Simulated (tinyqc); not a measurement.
Landau-Devonshire theory of a uniaxial ferroelectric: one step, computed by the program tinyqc.

G(P) = (alpha/2) P^2 + (beta*/4) P^4 + (gamma/6) P^6 - E P per volume, SI units, one domain, P along the polar axis, which is normal to the film.

Task: Spontaneous polarisation, susceptibility, coercive field. Ps^2 = [-beta* + sqrt(beta*^2 - 4 alpha gamma)]/(2 gamma). chi = 1/(eps_0 G''), G'' = alpha + 3 beta* P^2 + 5 gamma P^4 at Ps. Ps, chi and the coercive field are for perfect screening, without a depolarising field. The intrinsic coercive field is |alpha P + beta* P^3 + gamma P^5| at the P_c where G'' = 0. 1 C/m^2 = 100 microcoulomb/cm^2.

Inputs (values chosen for the exercise, modelled on lead titanate): Curie-Weiss temperature T0 = 752 K; gamma = 1.61e+09 J m^9/C^6; temperature T = 659 K.

Sample: epitaxial film.

alpha = -3.722955e+08 J m/C^2

beta* = 2.126364e+08 J m^5/C^4

Constants: eps_0 = 8.8541878128e-12 F/m.

Give: spontaneous polarisation Ps; susceptibility chi; well depth G(Ps); P_c; intrinsic coercive field.

Result:

spontaneous polarisation Ps = 64.76 microcoulomb/cm^2

susceptibility chi = 86.16

well depth G(Ps) = -48.92 MJ/m^3

P_c = 42.31 microcoulomb/cm^2

intrinsic coercive field = 119.6 MV/m

P_c/Ps = 0.653, above the 0.577 of a quartic well, as the sixth-order term matters. Real switching runs by domain nucleation at far lower fields.
